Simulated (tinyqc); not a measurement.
From stress at 25 C back to grain size d: thermal stress and diffusional relaxation in a metal film: Coble and Nabarro-Herring creep, cooling and holds. Computed by tinyqc, a small Python program. Command: `OMP_NUM_THREADS=1 python tinyqc.py 3031364 3031365 out.jsonl creep inv`. One thread of a shared host (Intel(R) Xeon(R) Processor @ 2.30GHz), about 0.3 s of CPU time with the checks.

A thin film on a rigid substrate is stress-free at T0. Tension is positive and the film creeps linearly: d sigma/dt = -M (mismatch) dT/dt - sigma/tau.

Inputs (values chosen for the exercise, modelled on gold films on silicon):

| quantity | value | unit |
|---|---|---|
| biaxial modulus M | 142 | GPa |
| expansion mismatch | 11.1 | 1e-6/K |
| atomic volume Omega | 17 | angstrom^3 |
| lattice prefactor D0 | 1.1e-05 | m^2/s |
| lattice energy E | 1.86 | eV |
| boundary prefactor (delta D_b)0 | 4e-16 | m^3/s |
| boundary energy E_b | 0.885 | eV |
| stress-free temperature T0 | 350 | C |
| hold temperature T | 170 | C |
| cooling rate | 2 | C/min |

Constants: k_B = 1.380649e-23 J/K; k_B = 8.617333262e-05 eV/K.

Method:
- Thermoelastic slope = M x mismatch; sigma_0 = slope x (T0 - T).
- Creep rate per stress: Nabarro-Herring 14 D Omega/(k_B T d^2), Coble (14 pi) delta D_b Omega/(k_B T d^3), with D = D0 exp(-E/(k_B T)), delta D_b = (delta D_b)0 exp(-E_b/(k_B T)); 1/tau = M x (sum of both)/2 (biaxial strain rate is half the uniaxial one).
- Temperatures in kelvin are T(C) + 273.15.
- Cooling from T0 at the constant rate: d sigma/dT = -slope + sigma/(tau(T) x rate), integrated to 25 C (stiff solver, tolerance 1e-9).
- Effective stress-free temperature T_eff = 25 C + sigma/slope.

Question. A run gave the result below. Find the grain size d, known to lie between 0.12 and 0.29 um.

stress at 25 C = 121.5584 MPa

Answer.

Each step takes the trial c = (a f_b - b f_a)/(f_b - f_a), f being the result less the target and a, b, c the logarithms of the listed values; c replaces end b, the old b replaces a if the sign of f changed, and otherwise f_a is halved.

Scan of the range:

| grain size d (um) | stress at 25 C (MPa) |
|---|---|
| 0.120 | 106.819 |
| 0.139 | 115.693 |
| 0.161 | 124.849 |
| 0.187 | 134.479 |
| 0.216 | 144.054 |
| 0.250 | 154.076 |
| 0.290 | 164.589 |

False position (Illinois rule, in the logarithm of the input) inside the bracket:

| step | end a | end b | trial | stress at 25 C (MPa) |
|---|---|---|---|---|
| 1 | 0.139000 | 0.161000 | 0.152719 | 121.525 |
| 2 | 0.161000 | 0.152719 | 0.152800 | 121.558 |
| 3 | 0.161000 | 0.152800 | 0.152801 | 121.559 |
| 4 | 0.152800 | 0.152801 | 0.152800 | 121.558 |

Stress at 25 C rises at every point of a 13-point scan of the range (every second point is shown), so one value fits; it is bracketed by 0.139 and 0.161. Answer: grain size d = 0.1528 um.

Caution: bulk creep laws overstate relaxation in a bonded film, and dislocation glide would cap stresses above the yield stress.
